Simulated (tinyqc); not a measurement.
Periodic multilayer mirror for extreme ultraviolet light: sweeps and comparisons. A value that a table varies takes the place of the one given here.

s polarisation, vacuum above. q_j = sqrt(N_j^2 - sin^2 theta); interface r_jk = (q_j - q_k)/(q_j + q_k) exp(-2 (2 pi/lam)^2 q_j q_k sg^2) (Nevot-Croce; sg = 0 if not given); phase factor of a layer x_j = exp(4 pi i q_j d_j/lam). Each period has the spacer (thickness (1 - Gm) L) on top of the absorber (Gm L). In this recursion R is the amplitude; R in tables and results is the reflectance, its squared modulus. The substrate is of the spacer material. Starting with R = 0 in it, each interface upward gives R -> (r + R x)/(1 + r R x), x that of the layer below the interface (1 for the substrate).

Parameters, chosen for this exercise (optical constants near those of Mo and Si at 13.5 nm; not measured data): lam = 13.5 nm (wavelength); dA = (0.0773, 0.00661) (delta and beta of the absorber, N = 1 - delta + i beta); dS = (0.0009, 0.00172) (delta and beta of the spacer and the substrate); L = 6.83 nm (period); Gm = 0.33 (absorber share of the period); theta = 0 degrees (angle from the normal); sg = 0.3 nm (interface roughness); Np = 50 (periods).

## Number of periods

The last column sets both beta to zero.

Reflectance:
```
periods      R  R without absorption
5        0.083                 0.092
10       0.251                 0.299
15       0.407                 0.511
20       0.521                 0.675
30       0.641                 0.865
40       0.686                 0.945
50       0.703                 0.977
60       0.708                 0.991
80       0.711                 0.998
100      0.711                 1.000
```

R reaches 0.686 at 40 periods and 0.711 at 100; it stays within 0.01 of the last value from 50 periods on. Without absorption the last value is 1.000: absorption, not the count of layers, caps the mirror, and the roughness, which weakens each reflection, lowers that cap further.

## Wavelength

The optical constants are held fixed.

Reflectance:
```
lam (nm)      R
12.9      0.132
13.0      0.280
13.1      0.544
13.2      0.657
13.3      0.709
13.4      0.728
13.5      0.703
13.6      0.514
13.7      0.077
13.8      0.163
13.9      0.036
14.0      0.052
14.1      0.055
14.2      0.009
14.3      0.031
```

The largest value listed is 0.728 at 13.4 nm, against lam_B = 2 L Re(mean q) = 13.303 nm; the peak lies on the long side, where the nodes of the standing wave fall in the absorber. R exceeds half of that from 13.1 to 13.6 nm of the wavelengths listed, at least 3.7 % of the wavelength; a chain of ten mirrors narrows it, since R^10 falls to half where R has lost only 7 %.

## Absorber share

For each Gm the period is set so that lam_B = 2 L Re(mean q) equals lam - 0.09 nm.

Results:
```
Gm    L (nm)      R
0.15   6.789  0.536
0.20   6.815  0.644
0.25   6.842  0.696
0.30   6.869  0.720
0.35   6.896  0.730
0.40   6.923  0.732
0.45   6.950  0.727
0.50   6.978  0.716
0.60   7.034  0.676
0.70   7.091  0.600
```

The largest value listed is 0.732 at 0.4. The contrast of a period goes as sin(pi Gm) and is largest at 0.5, while the loss grows with Gm; R is 0.716 at 0.5, 0.720 at 0.3 and 0.600 at 0.7. Absorption pulls the best share below 0.5.

## Angle of incidence

Results:
```
theta (degrees)  lam_B (nm)      R
0                    13.303  0.703
2                    13.295  0.697
4                    13.269  0.672
6                    13.226  0.594
8                    13.167  0.340
10                   13.090  0.091
12                   12.996  0.163
14                   12.886  0.025
16                   12.759  0.075
18                   12.615  0.014
20                   12.455  0.030
```

lam_B = 2 L Re(mean q) falls with the angle, from 13.303 to 12.455 nm; the largest value listed is 0.703 at 0 degrees. R stays above 90 % of that value at 0, 2 and 4 degrees, which bounds the cone of light that a mask or mirror with this period accepts.

## Tolerances

R of the mirror, and R^10 for a chain of ten such mirrors. Each row changes one parameter from the base and keeps the others.

Results:
```
case                         R    R^10
base                    0.7026  0.0293
L = 6.87 nm             0.7274  0.0415
Gm = 0.37               0.6865  0.0233
theta = 2 degrees       0.6966  0.0269
sg = 0.5 nm             0.6696  0.0181
dA = (0.0773, 0.00793)  0.6852  0.0228
lam = 13.55 nm          0.6481  0.0131
```

The largest shifts from the base row, up to three for each result and ties (the steps differ in size, so this ranks the rows, not the parameters). R: lam -0.0546, sg -0.0330, L +0.0248. R^10: lam -0.0163, L +0.0122, sg -0.0112.

Computed by tinyqc, a small Python program: `OMP_NUM_THREADS=1 python tinyqc.py 1651476 1651477 out.jsonl` (the numbers bound the seed that draws the inputs); one thread of a shared host (Intel(R) Xeon(R) Processor @ 2.30GHz), about 0.01 s for the whole set of steps.
